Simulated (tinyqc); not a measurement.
Conductance of a narrow metal strip with scatterers (square lattice, Green functions), step by step. Values are carried at full precision from step to step, so a last printed digit may differ when a step is redone from the rounded ones.

A strip of W sites across with hard walls, site energy 0 and hopping -t. Mode n = 1 to W has profile chi_n(j) = sqrt(2/(W + 1)) sin(n j pi/(W + 1)) and energy en = -2t cos(n pi/(W + 1)); E = en - 2t cos(kn a). With z_n = exp(i kn a) (Im k > 0 for closed modes, |z| < 1) each lead gives the self-energy -t z_n in mode n. One column carries the site energies v, here a notch at the edge (a site raised out of reach). In the mode basis V_nm = sum_j chi_n(j) v_j chi_m(j), G = (E - en + 2 t z_n - V)^-1, and t_nm = 2t sqrt(sin(kn a) sin(km a)) G_nm in size for open modes. T = sum |t_nm|^2, conductance (2e^2/h) T.

Constants: e^2/h = 3.874045865e-05 S.

Values chosen for the exercise (hopping and spacing of the size met in Cu or Al; the lattice is a model; not measured data): t = 1.25 eV (hopping); a = 2.62 angstrom (spacing); W = 5 (sites across); E = 0.63 eV (Fermi energy); v = (50, 0, 0, 0, 0) eV (site energies in the scattering column).

## Modes at the Fermi energy

For each n: en, cos(kn a) = (en - E)/(2t), z_n and the velocity 2 t a sin(kn a) (zero if closed).

Modes:
```
n  en (eV)  cos(k a)                  z  dE/dk (eV angstrom)
1  -2.1651  -1.11803           -0.61804               0.0000
2  -1.2500  -0.75200  -0.75200+0.65916i               4.3175
3   0.0000  -0.25200  -0.25200+0.96773i               6.3386
4   1.2500   0.24800   0.24800+0.96876i               6.3454
5   2.1651   0.61403   0.61403+0.78929i               5.1698
```

4 of 5 modes are open, so the clean strip has a resistance of 3227 ohm, whatever its length.

## The scatterer in the mode basis

Form V_nm.

V (eV), rows n=1, n=2, n=3, n=4, n=5 and columns alike:
```
[[4.1667, 7.2169, 8.3333, 7.2169, 4.1667],
 [7.2169, 12.5000, 14.4338, 12.5000, 7.2169],
 [8.3333, 14.4338, 16.6667, 14.4338, 8.3333],
 [7.2169, 12.5000, 14.4338, 12.5000, 7.2169],
 [4.1667, 7.2169, 8.3333, 7.2169, 4.1667]]
```

A single site couples every mode that has amplitude on it.

## Green function and transmission

E - en + 2 t z_n = 2t (z_n - cos(kn a)). Invert, form |t_nm|^2 = (2t)^2 Im(z_n) Im(z_m) |G_nm|^2 and sum. The added resistance is 1/(2 (e^2/h) T) less the same for the clean strip.

G (1/eV), rows n=1, n=2, n=3, n=4, n=5 and columns alike:
```
[[0.7870-0.1212i, -0.1593+0.0171i, -0.1253+0.0134i, -0.1084+0.0116i, -0.0768+0.0082i],
 [-0.1593+0.0171i, 0.0225-0.3976i, 0.0177+0.1646i, 0.0153+0.1424i, 0.0108+0.1009i],
 [-0.1253+0.0134i, 0.0177+0.1646i, 0.0139-0.2839i, 0.0120+0.1120i, 0.0085+0.0794i],
 [-0.1084+0.0116i, 0.0153+0.1424i, 0.0120+0.1120i, 0.0104-0.3160i, 0.0074+0.0687i],
 [-0.0768+0.0082i, 0.0108+0.1009i, 0.0085+0.0794i, 0.0074+0.0687i, 0.0052-0.4581i]]
```

|t_nm|^2, rows n=1, n=2, n=3, n=4, n=5 and columns alike:
```
[[0, 0, 0, 0, 0],
 [0, 0.4306, 0.1092, 0.0818, 0.0335],
 [0, 0.1092, 0.4729, 0.0743, 0.0304],
 [0, 0.0818, 0.0743, 0.5864, 0.0228],
 [0, 0.0335, 0.0304, 0.0228, 0.8173]]
```

T = 3.0114
added resistance = 1059 ohm

Mode 2 passes least (0.655) and mode 5 most (0.904); 23.4 % of the transmitted flux changes mode.

## Checks

- Transmitted plus reflected flux against the number of open modes: both 4.00000.

Program tinyqc; command `OMP_NUM_THREADS=1 python tinyqc.py 1482714 1482715 out.jsonl`; about 0.01 s on one thread of a shared Intel(R) Xeon(R) Processor @ 2.30GHz.
